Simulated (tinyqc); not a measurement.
Cluster expansion of a binary alloy: correlations, fit, cross-validation and ground states: one step, computed by the program tinyqc. Command: `OMP_NUM_THREADS=1 python tinyqc.py 3009799 3009800 out.jsonl clex walk`. One thread of a shared host (Intel(R) Xeon(R) Processor @ 2.30GHz), about 0.01 s of CPU time with the checks.

s = +1 for A and -1 for B. Energy per site E = J0 + J1 P(point) + sum over clusters of m V P, with P the mean product of spins; V > 0 on a pair favours unlike neighbours. Clusters per site m: pair 1 6, pair 2 3, pair 3 12, triplet 8; the triplet is the triangle of first neighbours. Formation energies are counted from the line between pure A and pure B, which removes J0 and J1.

Question. Formation energies. Exact: X V with V = (V1, V2, V3, Vt). The data to fit add the noise amplitude times the normal numbers, standing for what the clusters leave out.

Inputs (values chosen for the exercise, for a model alloy): first-pair interaction V1 = 5.65 meV; second-pair interaction V2 = 1.1 meV; third-pair interaction V3 = 0.31 meV; triplet interaction Vt = -1.2 meV; noise amplitude = 0.71 meV/site.

Lattice: fcc.

X, rows A, A3B L1_2, A3B D0_22, A3B (001) layers, A2B (001) layers, AB L1_0, AB L1_1, A2B2 (001) layers, AB2 (001) layers, AB3 L1_2, AB3 D0_22, AB3 (001) layers, B, columns pair 1, pair 2, pair 3, triplet:
```
[[0.00000, 0.00000, 0.00000, 0.00000],
 [-6.00000, 0.00000, -12.00000, -8.00000],
 [-6.00000, -1.00000, -8.00000, -8.00000],
 [-4.00000, -1.00000, -12.00000, 0.00000],
 [-5.33333, -1.33333, -16.00000, 0.00000],
 [-8.00000, 0.00000, -16.00000, 0.00000],
 [-6.00000, -6.00000, -12.00000, 0.00000],
 [-4.00000, -2.00000, -16.00000, 0.00000],
 [-5.33333, -1.33333, -16.00000, 0.00000],
 [-6.00000, 0.00000, -12.00000, 8.00000],
 [-6.00000, -1.00000, -8.00000, 8.00000],
 [-4.00000, -1.00000, -12.00000, 0.00000],
 [0.00000, 0.00000, 0.00000, 0.00000]]
```

standard normal numbers for the noise (0 for the pure ends): A 0.000, A3B L1_2 -0.230, A3B D0_22 0.088, A3B (001) layers -0.293, A2B (001) layers 1.581, AB L1_0 -0.857, AB L1_1 1.641, A2B2 (001) layers -0.447, AB2 (001) layers -0.280, AB3 L1_2 1.192, AB3 D0_22 0.233, AB3 (001) layers 0.064, B 0.000

Give: exact energies; data.

Answer.

exact energies (meV/site): A 0.00, A3B L1_2 -28.02, A3B D0_22 -27.88, A3B (001) layers -27.42, A2B (001) layers -36.56, AB L1_0 -50.16, AB L1_1 -44.22, A2B2 (001) layers -29.76, AB2 (001) layers -36.56, AB3 L1_2 -47.22, AB3 D0_22 -47.08, AB3 (001) layers -27.42, B 0.00

data (meV/site): A 0.00000, A3B L1_2 -28.18330, A3B D0_22 -27.81752, A3B (001) layers -27.62803, A2B (001) layers -35.43749, AB L1_0 -50.76847, AB L1_1 -43.05489, A2B2 (001) layers -30.07737, AB2 (001) layers -36.75880, AB3 L1_2 -46.37368, AB3 D0_22 -46.91457, AB3 (001) layers -27.37456, B 0.00000
